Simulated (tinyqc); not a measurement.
Hall measurement with a parallel conducting layer.

Two layers in parallel, unit Hall factors, low field: 1/Rs = q (ns mu + n2 m2); apparent mobility (ns mu^2 + sg n2 m2^2)/(ns mu + n2 m2); apparent density (ns mu + n2 m2)^2/(ns mu^2 + sg n2 m2^2); a negative value means the sign of the second layer.

Inputs (values chosen for the exercise):

| symbol | value | unit | meaning |
|---|---|---|---|
| ns | 9.1e14 | cm^-2 | sheet density of the layer |
| mu | 89 | cm^2/(V s) | drift mobility |
| m2 | 200 | cm^2/(V s) | mobility of the parallel layer |
| sg | 1 |  | sign of its carriers relative to the first layer |

Constants: q = 1.602176634e-19 C. Results are converted to the units shown.

Hall measurement with a parallel conducting layer:
```
n2 (cm^-2)	Rs (ohm/square)	apparent density (cm^-2)	apparent mobility (cm^2/(V s))	share of the conductance in layer 2 (%)
3e12	76.50	9.084e14	89.82	0.7354
1e13	75.21	9.053e14	91.68	2.410
5e13	68.60	8.991e14	101.2	10.99
2e14	51.59	9.626e14	125.7	33.06
9e14	23.91	1.576e15	165.6	68.97
4e15	7.085	4.642e15	189.8	90.81
2e16	1.529	2.063e16	197.8	98.02
7e16	0.4433	7.063e16	199.4	99.42
3e17	0.1039	3.006e17	199.9	99.87
```

What does the table show?

The apparent mobility rises from 89.8 to 200 cm^2/(V s), between mu = 89 and sg m2 = 200. The apparent density never exceeds ns + n2; among the rows it falls to 0.867 of that sum, at n2 = 2e14.

Numbers from tinyqc (`OMP_NUM_THREADS=1 python tinyqc.py 2850203 2850204 out.jsonl`; about 0.01 s on one thread of a shared Intel Xeon 2.30GHz).
